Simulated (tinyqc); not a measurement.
Charge control and current of a heterostructure field-effect transistor. Changing the polarisation charge sigma/e. Computed by tinyqc, a small Python program. Command: `OMP_NUM_THREADS=1 python tinyqc.py 3026584 3026585 out.jsonl hemt sweep`. One thread of a shared host (Intel(R) Xeon(R) Processor @ 2.30GHz), about 0.01 s of CPU time with the checks.

Two subbands in a triangular well; E_F is counted from the conduction band edge of the channel at the interface.

Inputs (values chosen for the exercise, modelled on AlGaN/GaN):
```
quantity,value,unit
channel mass m,0.21,m_0
permittivity eps (barrier and channel),9.39,-
barrier thickness d,22,nm
Schottky barrier phi_B,1.1,eV
conduction band offset dE_c,0.52,eV
gate voltage V_G,0,V
mobility mu,1400,cm^2/(V s)
saturation velocity v_s,1.4,1e7 cm/s
gate length L,250,nm
source resistance R_S,0.53,ohm mm
temperature T,300,K
mixing,0.3,-
iteration cap,200,-
```

Charge source: polarisation. Velocity law: two-piece.

Constants: e = 1.602176634e-19 C; eps_0 = 8.8541878128e-12 F/m; k_B = 8.617333262e-05 eV/K; hbar = 1.054571817e-34 J s; m_0 = 9.1093837015e-31 kg; k_B = 1.380649e-23 J/K.

Method:
- Threshold V_T = phi_B - dE_c - sigma d/(eps eps_0) (in volts); C_b = eps eps_0/d.
- Charge control: n_s = C_b (V_G - V_T - E_F/e)/e. Well: mean field F = e n_s/(2 eps eps_0), E_i = (hbar^2/2m)^(1/3) [(3 pi e F/2)(i + 3/4)]^(2/3), i = 0, 1; n_s = D k_B T sum_i ln(1 + exp((E_F - E_i)/k_B T)), D = m/(pi hbar^2), which is solved in closed form for E_F.
- Iteration from n_s = C_b (V_G - V_T)/(2e): E_F from n_s, n_out from the charge control, n_new = n_s + mixing (n_out - n_s), kept above n_s/10; stop when |n_out/n_s - 1| < 1e-9.
- C_g = e dn_s/dV_G = 1/(1/C_b + 1/C_q), 1/C_q = d(E_F/e)/d(e n_s) by a central difference of +/- 0.1 % in n_s; added distance dd = eps eps_0/C_q.
- With V = e n_s/C_g and V_c = v_s L/mu: for v = mu F up to v_s, I/W = C_g v_s V_c (sqrt(1 + (V/V_c)^2) - 1) and V_Dsat = V + V_c - sqrt(V^2 + V_c^2); g_m = dI/dV; extrinsic g_m/(1 + g_m R_S); f_T = g_m/(2 pi C_g L).

One run for each value:
```
polarisation charge sigma/e (1/cm^2),sheet density n_s (1/cm^2),threshold voltage V_T (V),E_F (meV),saturation current I/W (mA/mm)
8.00e+12,6.0133e+12,-2.812,262.3,1232.0
1.00e+13,7.8691e+12,-3.660,323.4,1646.3
1.30e+13,1.0667e+13,-4.931,409.0,2272.3
1.60e+13,1.3476e+13,-6.203,489.9,2901.3
2.00e+13,1.7234e+13,-7.899,592.8,3743.2
2.50e+13,2.1943e+13,-10.019,715.9,4798.8
3.20e+13,2.8555e+13,-12.987,880.6,6281.1
4.00e+13,3.6130e+13,-16.378,1060.8,7979.7
```

Describe the trends.

Over the rows, sheet density n_s (1/cm^2) rises from 6.01e12 to 3.61e13 (exponent d ln y / d ln x 1.2 between the first rows and 1.1 between the last); threshold voltage V_T (V) falls from -2.81 to -16.4 (exponent d ln y / d ln x 1.2 between the first rows and 1.0 between the last); E_F (meV) rises from 262 to 1060 (exponent d ln y / d ln x 0.94 between the first rows and 0.83 between the last).

Caution (rows 2.00e13, 2.50e13, 3.20e13, 4.00e13): E_F lies above the conduction band minimum of the barrier, so electrons would spill into the barrier.

Extremes, crossings and ranges named in words are read from the listed rows.
